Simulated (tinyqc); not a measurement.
Worked calculation: gated graphene: carriers, quantum capacitance and optical conductivity. Values are carried at full precision from step to step, so a last printed digit may differ when a step is redone from the rounded ones.

Cones E = +/- hv |k|, four flavours, D(E) = 2|E|/(pi hv^2). n = (2/pi)(kT/hv)^2 F_1(mu/kT), p = (2/pi)(kT/hv)^2 F_1(-mu/kT), in 1/angstrom^2 (1e16 for 1/cm^2); F_1(eta) = integral_0^infinity x dx/(1 + exp(x - eta)). Cq/e^2 = d(n - p)/d mu = (2 kT/(pi hv^2)) ln(2 + 2 cosh(mu/kT)).

Gate: V = mu/e + e (n - p)/Cox with Cox/e^2 = k/(4 pi e2 t), t in angstrom, e2 = e^2/(4 pi eps0); 1/(eV angstrom^2) in C/e^2 equals 1602.176634 microfarad/cm^2; total 1/C = 1/Cox + 1/Cq.

Constants: kB = 8.617333262e-05 eV/K; e^2/(4 pi eps0) = 14.39964547 eV angstrom; fine-structure constant alpha = 0.007297352564.

Parameters, chosen for this exercise (Fermi velocity near that of graphene, gate dielectric near SiO2; shifted at random, so the results belong to these values and not to a real crystal): hv = 6.81 eV angstrom (hbar vF); T = 300 K; k = 3.8 (dielectric constant of the gate layer); t = 285 nm (its thickness); V = 137.34 V (gate voltage from the neutrality point); E = 0.124 eV (photon energy); Gm = 10 meV (intraband damping).

## Chemical potential at the gate voltage

Solve the gate equation for mu.

Cox = 0.01181 microfarad/cm^2
mu = 0.3806 eV
n = 1.01e+13 1/cm^2
p = 3.71e+04 1/cm^2

mu takes 0.3 % of the gate voltage; the zero-temperature rule |mu| = hv sqrt(pi |n - p|) gives 0.3834 eV.

## Quantum capacitance

1/(eV angstrom^2) in C/e^2 equals 1602.176634 microfarad/cm^2; 1/C = 1/Cox + 1/Cq.

Cq = 8.370 microfarad/cm^2
C = 0.01179 microfarad/cm^2
Cq at mu = 0 = 0.7882 microfarad/cm^2

C is 0.999 of Cox.

## Optical conductivity at one energy

Conductivity over sigma0 = e^2/(4 hbar): interband Re = sinh(E/2kT)/(cosh(mu/kT) + cosh(E/2kT)); intraband Re = (8 kT/pi) ln(2 cosh(mu/2kT)) Gm/(E^2 + Gm^2). A free sheet absorbs about pi alpha_f Re(sigma/sigma0), alpha_f the fine-structure constant (alpha among the constants).

Evaluate both parts and the absorption.

interband = 0.0000
intraband = 0.3131
absorption = 0.718 %

E is below 2|mu| = 0.7611 eV; at this temperature interband transitions are mostly Pauli blocked; the universal value is pi alpha_f = 2.293 %.

## Checks

- Cq/e^2 against the finite difference of n - p (1/(eV angstrom^2)): both 0.005224.

(tinyqc, `OMP_NUM_THREADS=1 python tinyqc.py 1681623 1681624 out.jsonl`, Intel(R) Xeon(R) Processor @ 2.30GHz, 1 thread, shared host, about 0.01 s.)
